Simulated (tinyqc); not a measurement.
Critical temperature from a phonon spectrum: McMillan, Allen-Dynes and the linearised Eliashberg equation: one step, computed by the program tinyqc.

alpha^2 F(omega) = sum_i (lambda_i omega_i/2) delta(omega - omega_i), so that lambda = 2 int alpha^2 F/omega d omega = sum_i lambda_i.

Problem. Largest eigenvalue of the small kernel. K is the kernel of the linearised Eliashberg equation on the Matsubara points omega_n = (2n + 1) pi k_B T; T_c is where its largest eigenvalue rho is zero. Diagonalise K; at rho = 0 the eigenvector c is the gap function Delta_n/omega_n up to a factor; away from it Delta_n/Delta_0 = (2n + 1) c_n/c_0 is only an estimate.

Inputs (values chosen for the exercise, for a model metal): trial temperature = 14.9 K.

Peaks in alpha^2 F: one.

K:
$$\begin{pmatrix}
-0.48746 & 0.98542 & 0.55505 & 0.27886 \\
0.98542 & -4.37520 & 0.70922 & 0.39350 \\
0.55505 & 0.70922 & -7.48250 & 0.61221 \\
0.27886 & 0.39350 & 0.61221 & -10.14045
\end{pmatrix}$$

Give: largest eigenvalue rho; Delta_n/Delta_0.

Solution.

largest eigenvalue rho = -0.1651

Delta_n/Delta_0: [1.000, 0.767, 0.522, 0.311]

rho < 0: in this small matrix the trial temperature lies above T_c.
